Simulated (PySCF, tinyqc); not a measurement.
Inside a calculation. Method: RHF in the sto-6g basis, for H6, spin multiplicity 1. The lowest restricted solution is unstable here: a spin-polarised one lies 0.0188 hartree lower (PySCF). One step of it, computed by the program tinyqc.

Problem. Iteration 1: diagonalisation and new density. Diagonalise F' = X^T F X, C = X C', fill 3 alpha and 3 beta electrons from the bottom; D = 2 C_occ C_occ^T. Each column has its largest component positive (the first on a tie).

Fock matrix F (hartree), lower triangle:
```
           1H 1s      2H 1s      3H 1s      4H 1s      5H 1s     6H 1s
1H 1s  -0.248974
2H 1s  -0.245878  -0.393892
3H 1s  -0.079329  -0.349019  -0.541556
4H 1s  -0.027431  -0.072423  -0.461738  -0.421603
5H 1s   0.020136  -0.011669  -0.163555  -0.395600  -0.129322
6H 1s  -0.006758  -0.004479  -0.002816  -0.089026  -0.233701  0.088662
```

X:
```
               1          2          3          4          5         6
1H 1s   0.367614  -0.567980   0.610759   0.526490   0.357152  0.180557
2H 1s  -0.762404   0.814886  -0.321918   0.172842   0.405237  0.301007
3H 1s   0.975822  -0.391800  -0.481600  -0.403751   0.182062  0.364303
4H 1s  -0.975822  -0.391800   0.481600  -0.403751  -0.182062  0.364303
5H 1s   0.762404   0.814886   0.321918   0.172842  -0.405237  0.301007
6H 1s  -0.367614  -0.567980  -0.610759   0.526490  -0.357152  0.180557
```

Give: F' = X^T F X; orbital energies; coefficients C; D after iteration 1.

Solution.

F' = X^T F X (hartree), lower triangle:
```
        1       2       3       4       5       6
1   0.587
2   0.257   0.259
3   0.067   0.211   0.003
4   0.087  -0.092  -0.093  -0.235
5   0.001  -0.028   0.109  -0.099  -0.338
6  -0.045   0.044  -0.002   0.178  -0.046  -0.597
```

orbital energies (hartree): MO1 -0.685, MO2 -0.416, MO3 -0.199, MO4 -0.053, MO5 0.266, MO6 0.764

coefficients C:
```
          MO1     MO2     MO3     MO4     MO5     MO6
1H 1s   0.022   0.264   0.775  -0.676   0.344   0.149
2H 1s   0.078   0.706  -0.064   0.748  -0.695  -0.286
3H 1s   0.625   0.084  -0.495  -0.284   0.831   0.503
4H 1s   0.434  -0.367   0.248  -0.277  -0.608  -0.914
5H 1s   0.174  -0.238   0.321   0.422  -0.162   1.114
6H 1s  -0.006  -0.052   0.241   0.447   0.685  -0.733
```

D after iteration 1, lower triangle:
```
        1H 1s   2H 1s   3H 1s  4H 1s  5H 1s  6H 1s
1H 1s   1.340
2H 1s   0.276   1.018
3H 1s  -0.696   0.279   1.286
4H 1s   0.209  -0.482   0.236  0.769
5H 1s   0.379  -0.350  -0.140  0.484  0.379
6H 1s   0.346  -0.105  -0.255  0.152  0.177  0.122
```
